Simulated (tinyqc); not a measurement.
Against the Fermi level: single-band model of a thermoelectric material. Computed by tinyqc, a small Python program. Command: `OMP_NUM_THREADS=1 python tinyqc.py 3023697 3023698 out.jsonl thermo walk`. One thread of a shared host (Intel(R) Xeon(R) Processor @ 2.30GHz), about 0.02 s of CPU time with the checks.

One spherical band, one scattering law, no minority carriers and no phonon drag. In a real material minority carriers limit |S| to about E_g/(2 e T), so larger values are formal. eta = E_F/(k_B T) is counted from the band edge; f = 1/(1 + exp(x - eta)).

Inputs (values chosen for the exercise, for a model material):
```
quantity                              value        unit
density-of-states mass m               0.25         m_0
mobility parameter mu_300               780  cm^2/(V s)
temperature exponent p                  0.5           -
lattice thermal conductivity kappa_L      1     W/(m K)
temperature T                           700           K
```

Band: parabolic. Scattering: polar optical (high temperature), r = 0.5.

Constants: k_B = 8.617333262e-05 eV/K; e = 1.602176634e-19 C; m_0 = 9.1093837015e-31 kg; k_B = 1.380649e-23 J/K; hbar = 1.054571817e-34 J s.

Method:
- With x = E/(k_B T), a = alpha k_B T (0 for a parabolic band), G = x (1 + a x), D = 1 + 2 a x and <y> = int y f (1 - f) dx, f = 1/(1 + exp(x - eta)): tau = tau_0 G^r/D; transport function s = G^(3/2 + r)/D^2; n = N_0 <G^(3/2)> with N_0 = (2 m k_B T)^(3/2)/(3 pi^2 hbar^3).
- Integrals over x = E/(k_B T) use 160 Gauss-Legendre points in u = sqrt(x) from 0 to sqrt(max(eta, 0) + 32).
- sigma = e mu_0 N_0 <s> with mu_0 = e tau_0/m = mu_300 (T/300 K)^(-p); |S| = (k_B/e)(<x s>/<s> - eta); Lorenz number L = (k_B/e)^2 (<x^2 s>/<s> - (<x s>/<s>)^2); kappa_e = L sigma T; zT = S^2 sigma T/(kappa_L + kappa_e).

The same material at other dopings:
```
eta  n (1/cm^3)  |S| (microvolt/K)  sigma (S/cm)  power factor (microwatt/(cm K^2))      zT
-4   2.0346e+17             603.80    2.5090e+01                               9.15  0.6162
-3   5.4709e+17             518.62    6.7679e+01                              18.20  1.1526
-2   1.4456e+18             435.05    1.8029e+02                              34.12  1.8644
-1   3.6648e+18             355.32    4.6602e+02                              58.84  2.3849
0    8.5545e+18             283.38    1.1318e+03                              90.89  2.2992
1    1.7616e+19             223.57    2.4857e+03                             124.24  1.7774
2    3.1570e+19             177.58    4.8356e+03                             152.49  1.2381
4    7.2800e+19             118.94    1.3248e+04                             187.41  0.5886
6    1.2797e+20              86.70    2.7030e+04                             203.16  0.3143
10   2.6927e+20              54.89    7.1070e+04                             214.17  0.1250
```

The power factor still rises at the last row; zT peaks at eta = -1, where kappa_e begins to outweigh the gain.

Extremes, crossings and ranges named in words are read from the listed rows.
